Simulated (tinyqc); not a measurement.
Stacked nanosheet transistor, parasitic resistance, capacitance and delay: one step of the calculation.

Ns sheets share one contact on top; each has perimeter p = 2 (Ws + ts) and cross-section A = Ws ts; contact width Wc = Ws + 10 nm, stack height Hs = Ns pv. Sheet 1 is the top one. Contact length Lc = CPP - Lg - 2 Lsp, shared by two neighbouring gates. Source and drain sides are equal. The formulas are first-order estimates, not field solutions.

Task. Geometry and resistances. Epitaxy sheet resistance Rsh = re/te, transfer length LT = sqrt(rc/Rsh), contact Rc = [sqrt(rc Rsh)/Wc] coth(Lc/(2 LT)); extension of one sheet Rx = rx Lsp/A. Effective width N p; for equal currents and rv = 0 one side has Rc + Rx/N.

Parameters, values chosen for the exercise; values close to those of silicon logic devices:
- Ns = 4 (number of sheets)
- Ws = 12 nm (sheet width)
- ts = 7 nm (sheet thickness)
- CPP = 48 nm (contacted gate pitch)
- Lg = 14 nm (gate length)
- Lsp = 5 nm (spacer length)
- rc = 1.1e-9 ohm cm^2 (contact resistivity)
- re = 0.00031 ohm cm (resistivity of the source-drain epitaxy)
- te = 20 nm (current-carrying depth of the epitaxy)
- rx = 0.001 ohm cm (resistivity of the extension)

Give: Lc; effective width; Rsh; LT; Rc; Rx; one side times effective width.

Result.

Lc = 24.00 nm
effective width = 152.0 nm
Rsh = 155.0 ohm
LT = 26.64 nm
Rc = 444.5 ohm
Rx = 595.2 ohm
one side times effective width = 90.18 ohm um

Numbers from tinyqc (`OMP_NUM_THREADS=1 python tinyqc.py 2170066 2170067 out.jsonl`; about 0.06 s on one thread of a shared Intel Xeon 2.30GHz).
